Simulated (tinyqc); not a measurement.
Inside a calculation: fitting sp3s* parameters to three gaps by Newton steps. Values are carried at full precision from step to step, so a last printed digit may differ when a step is redone from the rounded ones.

sp3s* tight binding, nearest neighbours only: anion (a) at 0, cation (c) at a/4 (1,1,1), orbitals s, px, py, pz, s* on each; k in units of 2 pi/a. With phases e_j = exp(i (pi/2) k.n_j) for n = (1,1,1), (1,-1,-1), (-1,1,-1), (-1,-1,1): g0 = (e1+e2+e3+e4)/4, g1 = (e1+e2-e3-e4)/4, g2 = (e1-e2+e3-e4)/4, g3 = (e1-e2-e3+e4)/4. The diagonal holds the levels Esa, Epa, Exa (s*) and Esc, Epc, Exc. Anion-cation block: <sa|sc> = Vss g0; <sa|xc> = Vsapc g1; <xa|sc> = -Vscpa g1; <xa|xc> = Vxx g0; <xa|yc> = <ya|xc> = Vxy g3, <xa|zc> = <za|xc> = Vxy g2, <ya|zc> = <za|yc> = Vxy g1; <s*a|xc> = Vxapc g1; <xa|s*c> = -Vpaxc g1; y and z take g2 and g3 in place of g1; s-s* and s*-s* vanish.

Gaps are level 5 at Gamma, X = (1,0,0) and L = (1/2,1/2,1/2) less level 4 at Gamma; no spin-orbit coupling. Free parameters: Vss, Esc and Esa. H is linear in them, so by Hellmann-Feynman J_ij = <u|dH/dp_j|u> for level 5 at point i less the same for level 4 at Gamma. Newton: p(new) = p + J^-1 (target - gaps); stop when all misses are below 1e-7 eV.

Parameters, chosen for this exercise (out of a larger set: near a published set for InAs, fitted to gaps, whose masses and valley positions are rough; not measured data): p = (-9.508, 0.915, -2.706, 3.694, 7.329, 6.814, -5.652, 1.825, 4.478, 3.066, 5.484, 3.402, 3.939) eV (start, order Esa, Epa, Esc, Epc, Exa, Exc, Vss, Vxx, Vxy, Vsapc, Vscpa, Vxapc, Vpaxc); tg = (0.3744, 2.1439, 1.4873) eV (target gaps at Gamma, X, L).

## Gaps of the starting set

Compute the gaps and the misses.

gaps (eV): Gamma 0.4786, X 2.2160, L 1.3746

target less gap (eV): Gamma -0.1042, X -0.0721, L 0.1127

## The Jacobian

Form J and its singular values.

J:
```
           Vss     Esc     Esa
Gamma  -0.8568  0.7578  0.2422
X       0.0000  0.0000  0.0451
L      -0.1766  0.3669  0.0850
```

singular values: 1.2320  0.1499  0.0441

The gap at Gamma answers to Vss, Esc and Esa. The condition number is 27.9.

## The first Newton step

Solve J dp = target less gap; the columns of J are Vss, Esc and Esa.

dp (eV): Vss 0.468, Esc 0.903, Esa -1.598

## The iteration

Repeat with J formed anew.

Newton steps (eV):

| i | Vss | Esc | Esa | Gamma | X | L | largest miss |
|---|---|---|---|---|---|---|---|
| 0 | -5.6520 | -2.7060 | -9.5080 | 0.4786 | 2.2160 | 1.3746 | 0.11 |
| 1 | -5.1836 | -1.8032 | -11.1059 | 0.4993 | 2.1517 | 1.5183 | 0.12 |
| 2 | -5.0590 | -1.7987 | -11.3220 | 0.3764 | 2.1440 | 1.4879 | 0.0020 |
| 3 | -5.0575 | -1.7991 | -11.3252 | 0.3744 | 2.1439 | 1.4873 | 3.1e-07 |
| 4 | -5.0575 | -1.7991 | -11.3252 | 0.3744 | 2.1439 | 1.4873 | 7.8e-15 |

Converged in 4 steps; the miss goes 0.11, 0.12, 0.0020, 3.1e-07, about squaring each time once it is small. The largest change is 1.817 eV in Esa, for a first miss of 0.113 eV: the smallest singular value of J is only 0.044, so some parameter must move far to cure a small miss.

## Checks

- J by Hellmann-Feynman against central differences: largest difference 2.3e-10.

tinyqc: `OMP_NUM_THREADS=1 python tinyqc.py 1481842 1481843 out.jsonl`; about 0.2 s, one thread, shared Intel(R) Xeon(R) Processor @ 2.30GHz.
